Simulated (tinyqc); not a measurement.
Band-to-band tunnelling in a uniform field: complex band structure along [001] in sp3s* tight binding.

For k = (0, 0, kz) the phase sums are g0 = cos(phi) and g3 = i sin(phi), phi = kz a/4, and the s, pz, s* orbitals of anion (a) and cation (c) decouple from px, py. With z = exp(i phi), H(z) = H0 + z T + T^T/z for any complex z. H0 is diagonal (Esa, Epa, Exa, Esc, Epc, Exc). The anion-cation block is B(z) = z U + W/z and the cation-anion block z W^T + U^T/z, where U has Vss/2 (s,s), Vsapc/2 (s,z), -Vscpa/2 (z,s), Vxx/2 (z,z), Vxapc/2 (s*,z), -Vpaxc/2 (z,s*), and W has the same values with the s-z and s*-z signs reversed. |z| = 1 is a band state, |z| < 1 decays along [001] as exp(-kappa d) over a distance d, kappa = -(4/a) ln|z|. No spin-orbit coupling.

Constants: hbar^2/2m0 = 3.80998211 eV angstrom^2.

Parameters, chosen for this exercise (out of a larger set: near a published set for InAs, fitted to gaps, whose masses and valley positions are rough (light masses up to twice too heavy); not measured data): p = (-9.573, 0.909, -2.713, 3.723, 7.412, 6.723, -5.627, 1.845, 4.46, 3.028, 5.439, 3.367, 3.915) eV (order Esa, Epa, Esc, Epc, Exa, Exc, Vss, Vxx, Vxy, Vsapc, Vscpa, Vxapc, Vpaxc); a = 6.062 angstrom (lattice constant).

Ev = -0.00427 eV
EG (direct gap) = 0.45127 eV

masses of this model, from the curvature at Gamma (m0): m_lh 0.03036, m_e 0.03264

WKB at zero transverse momentum: T = exp(-2 I/(eF)), I = integral of kappa dE across the direct gap (8 Gauss-Legendre points in theta, E = EG sin^2 theta, 0 to pi/2); 1 MV/cm = 0.01 V/angstrom. The two-band form gives I = (pi/8) sqrt(m/c) EG^(3/2) with m = 2 m_lh m_e/(m_lh + m_e).

Tunnelling:

| F (MV/cm) | path EG/eF (angstrom) | exponent 2I/eF | T, tight binding | T, two-band |
|---|---|---|---|---|
| 0.50 | 90.3 | 4.324 | 0.0132 | 0.0132 |
| 0.75 | 60.2 | 2.883 | 0.0560 | 0.0559 |
| 1.00 | 45.1 | 2.162 | 0.115 | 0.115 |
| 1.50 | 30.1 | 1.441 | 0.237 | 0.236 |
| 2.00 | 22.6 | 1.081 | 0.339 | 0.339 |
| 3.00 | 15.0 | 0.721 | 0.486 | 0.486 |
| 4.00 | 11.3 | 0.541 | 0.582 | 0.582 |

I, tight binding = 0.010811 eV/angstrom
I, two-band = 0.010817 eV/angstrom

How do the results move, and what explains it?

The two-band integral is +0.06 % from the tight-binding one, which makes the two-band T 0.9973 times the other at 0.5 MV/cm and 0.9997 times at 4 MV/cm. Doubling the field from 1 to 2 MV/cm halves the exponent and raises T by a factor 2.95. Where the exponent falls below about 2 the WKB form is only a guide.

Computed by tinyqc, a small Python program: `OMP_NUM_THREADS=1 python tinyqc.py 1480092 1480093 out.jsonl` (the numbers bound the seed that draws the inputs); one thread of a shared host (Intel(R) Xeon(R) Processor @ 2.30GHz), about 0.02 s for the whole set of steps.
